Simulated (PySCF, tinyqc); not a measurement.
Ways to converge the cycle: SCF convergence aids in the 6-31g basis, for H2, spin multiplicity 1. Computed by the program tinyqc with PySCF. 

Geometry (angstrom):
```
atom,x,y,z
H,0.0000,0.0000,0.0000
H,0.0000,0.0000,1.3230
```

lowest restricted solution found by these runs and by PySCF = -1.031292 hartree

RHF with one setting changed at a time; a run stops when the energy changes by less than 1e-09 hartree and the error matrix is below 1e-5. The start is the Wolfsberg-Helmholz matrix. Damping d keeps d of the old density; a shift (hartree) raises the virtual levels; DIIS n extrapolates F over n matrices.

Largest element of the error matrix X^T (FDS - SDF) X:
```
iteration,plain,damping 0.3,damping 0.6,shift 0.4,DIIS 3,DIIS 8
1,6.1e-02,6.1e-02,6.1e-02,6.1e-02,6.1e-02,6.1e-02
2,9.8e-03,2.5e-02,4.0e-02,2.1e-02,9.8e-03,9.8e-03
3,1.6e-03,1.0e-02,2.7e-02,7.0e-03,8.1e-06,8.1e-06
4,2.5e-04,4.3e-03,1.8e-02,2.3e-03,3.3e-06,3.3e-06
5,4.0e-05,1.8e-03,1.2e-02,7.9e-04,-,-
6,6.3e-06,7.2e-04,7.9e-03,2.7e-04,-,-
8,-,1.2e-04,3.5e-03,3.0e-05,-,-
10,-,2.1e-05,1.5e-03,3.5e-06,-,-
14,-,6.0e-07,3.0e-04,-,-,-
20,-,-,2.5e-05,-,-,-
30,-,-,4.2e-07,-,-,-
```

How each run ends:
```
run,iterations,E (hartree),state
plain,7,-1.03129,lowest found
damping 0.3,15,-1.03129,lowest found
damping 0.6,32,-1.03129,lowest found
shift 0.4,10,-1.03129,lowest found
DIIS 3,4,-1.03129,lowest found
DIIS 8,4,-1.03129,lowest found
```

6 of 6 runs reach the lowest restricted solution found, in 4 to 32 iterations (fastest: DIIS 3, DIIS 8). Plain steps already contract here, so damping only slows them. DIIS 3 and DIIS 8 gain by cancelling the error over several earlier matrices, much as a quasi-Newton step does. The restricted reference is unstable here: a spin-polarised solution lies 0.0048 hartree lower (PySCF), so results built on it describe a poor reference.
